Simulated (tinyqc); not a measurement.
Inside a calculation: two-dimensional electron gas with Rashba and Dresselhaus coupling. Values are carried at full precision from step to step, so a last printed digit may differ when a step is redone from the rounded ones.

H = c k^2/m + al (ky sx - kx sy) + b1 (kx sx - ky sy) + gam kx ky (kx sy - ky sx), s the Pauli matrices, x = [100], c = hbar^2/2m0, b1 = gam (pi/L)^2 (hard walls). H = c k^2/m + B.s, so E = c k^2/m -/+ |B| and the lower state has its spin along -B.

Constants: hbar^2/2m0 = 3.80998211 eV angstrom^2; hbar = 6.58211957e-16 eV s.

Parameters, chosen for this exercise (of the size met in GaN; not measured data): m = 0.2282 m0 (mass); al = 0.0065 eV angstrom (Rashba constant); gam = 0 eV angstrom^3 (bulk Dresselhaus constant); L = 167 angstrom (width of the (001) well); n = 3.2 1e11/cm^2 (sheet density (one subband filled)); phi = 60 degrees (angle of k from [100]).

## Scales

b1; mean Fermi wave vector k0 = sqrt(2 pi n) (1e11/cm^2 = 1e-5/angstrom^2); E0 = c k0^2/m; b3 = gam k0^2/4; kR = al m/(2c) and ER = al kR/2, the shift and depth of a pure Rashba band.

b1 = 0 eV angstrom
k0 = 0.01418 1/angstrom
E0 = 3.357 meV
b3 = 0 eV angstrom
kR = 0.0001947 1/angstrom
ER = 0.0006326 meV

There is no Dresselhaus term; kR is 1.4 % of k0.

## Spin-orbit field at one point of the Fermi circle

k = k0 (cos phi, sin phi). Form B, the splitting 2|B| and the direction of the lower spin, atan2(-By, -Bx).

Bx, By (meV): 0.0798  -0.0461

splitting = 0.1843 meV
direction of the lower spin = 150.0 degrees

## The matrix

H = [[E0, Bx - i By], [Bx + i By, E0]] in meV; diagonalise. Precession period h/(2|B|) = 2 pi hbar/(splitting).

H (meV):
```
,up,down
up,3.3569,0.0798+0.0461i
down,0.0798-0.0461i,3.3569
```

levels (meV): 3.2647  3.4491

period = 22.4 ps

## The two wave vectors at the energy E0 along this direction

Solve c k^2/m -/+ |B(k)| = E0. The spin turns by (k_outer - k_inner) per length, so a half turn takes pi/(difference).

k (1/angstrom): outer 0.014376, inner 0.013986

difference = 0.0003893 1/angstrom
length of a half turn = 806.9 nm

For linear terms alone the difference is (m/c)|B|/k, whatever the energy: every electron along this direction turns alike, the basis of the spin transistor.

## Checks

- Difference of the Fermi wave vectors without Dresselhaus terms against al m/c: both 0.00038932.

Computed by tinyqc, a small Python program: `OMP_NUM_THREADS=1 python tinyqc.py 1450518 1450519 out.jsonl` (the numbers bound the seed that draws the inputs); one thread of a shared host (Intel(R) Xeon(R) Processor @ 2.30GHz), about 0.01 s for the whole set of steps.
